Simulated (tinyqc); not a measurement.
Depth of the trap: trap in a gate oxide as a short-range spherical well.

Energies from the conduction edge of the channel. The trap level at depth x is E_T = dEc - Et - e Fox x (1 MV/cm = 0.01 eV/angstrom). An electron at the channel edge tunnels with the WKB exponent S = (4/3) sqrt(m/c) [dEc^(3/2) - (dEc - e Fox x)^(3/2)]/(e Fox), c = hbar^2/2m0; tau = t0 exp(S); the occupation is f = 1/(1 + exp((E_T - EF)/kB T)), tau_c = tau/f and tau_e = tau/(1 - f). Lattice relaxation is left out; a level below the channel edge needs phonons as well, so tau is then a lower bound, while a level above it can also empty elastically at its own energy, through a thinner barrier, faster than this tau.

Constants: hbar^2/2m0 = 3.80998211 eV angstrom^2; kB = 8.617333262e-05 eV/K.

Inputs chosen for the exercise (near those of HfO2 on Si; shifted at random, so the results belong to these values and not to a real crystal): dEc = 1.46 eV (conduction offset to the channel); m = 0.198 m0 (mass); Fox = 3.5 MV/cm (oxide field, lowering levels away from the channel); t0 = 3.2 x 1e-11 s (time constant at the interface); T = 400 K (temperature); EF = -0.05 eV (Fermi level above the channel edge); ds = (2, 5, 8, 11, 14, 17, 20) angstrom (depths).

Et = 0.92879 eV

Each depth has its own level and time; the corner frequency is 1/(2 pi tau).

Results:

| x (angstrom) | E_T (eV) | S | tau (s) | corner (Hz) | f |
|---|---|---|---|---|---|
| 2 | 0.461 | 1.09 | 9.5e-11 | 1.7e+09 | 0.000 |
| 8 | 0.251 | 4.19 | 2.1e-09 | 7.5e+07 | 0.000 |
| 11 | 0.146 | 5.64 | 9.0e-09 | 1.8e+07 | 0.003 |
| 14 | 0.041 | 7.02 | 3.6e-08 | 4.4e+06 | 0.066 |
| 17 | -0.064 | 8.33 | 1.3e-07 | 1.2e+06 | 0.599 |
| 20 | -0.169 | 9.57 | 4.6e-07 | 3.5e+05 | 0.969 |

Give the missing row, x (angstrom) = 5.

Computed row:
```
x (angstrom)  E_T (eV)     S  tau (s)  corner (Hz)      f
5                0.356  2.67  4.6e-10      3.4e+08  0.000
```

tau spans 3.7 decades, one decade for each 4.37 angstrom at the start and 5.60 at the end, where the field has thinned the barrier. Traps spread evenly in depth are thus spread nearly evenly in ln tau; if levels near EF exist at every depth, this sums to 1/f noise and to charging that grows as ln t. With the single Et of this table only depths where f is neither 0 nor 1 contribute. The level crosses EF between 14 and 17 angstrom.

Program tinyqc; command `OMP_NUM_THREADS=1 python tinyqc.py 1252259 1252260 out.jsonl`; about 0.01 s on one thread of a shared Intel(R) Xeon(R) Processor @ 2.30GHz.
